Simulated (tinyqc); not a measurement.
From results back to parameters: Lorentz oscillators and the Kramers-Kronig relations. Five cases, with inputs chosen for the exercise.

Problem. At normal incidence from vacuum the amplitude r = (1 - N)/(1 + N) with N = n + i k is written r = -sqrt(R) exp(i theta). R and the phase theta are given.

Case 1.

R = 0.412045
theta = 0.668203 rad

Case 2.

R = 0.762341
theta = 0.804963 rad

Case 3.

R = 0.803671
theta = 0.907679 rad

Case 4.

R = 0.479892
theta = 0.627671 rad

Case 5.

R = 0.674244
theta = 0.490202 rad

Find: n; k; eps1; eps2.

Solution. N = (1 - r)/(1 + r) = (1 + sqrt(R) exp(i theta))/(1 - sqrt(R) exp(i theta)); eps = N^2.

Case 1.

n = 1.454
k = 1.967
eps1 = -1.76
eps2 = 5.72

Case 2.

n = 0.431
k = 2.280
eps1 = -5.02
eps2 = 1.96

Case 3.

n = 0.280
k = 2.019
eps1 = -4.00
eps2 = 1.13

Case 4.

n = 1.451
k = 2.270
eps1 = -3.05
eps2 = 6.59

Case 5.

n = 1.445
k = 3.430
eps1 = -9.68
eps2 = 9.92

Computed by tinyqc, one run a case: `OMP_NUM_THREADS=1 python tinyqc.py N N+1 out.jsonl` with N = 1681331, 1681345, 1681391, 1681433, 1681458; one thread of a shared Intel(R) Xeon(R) Processor @ 2.30GHz, about 0.2 s a run at most.
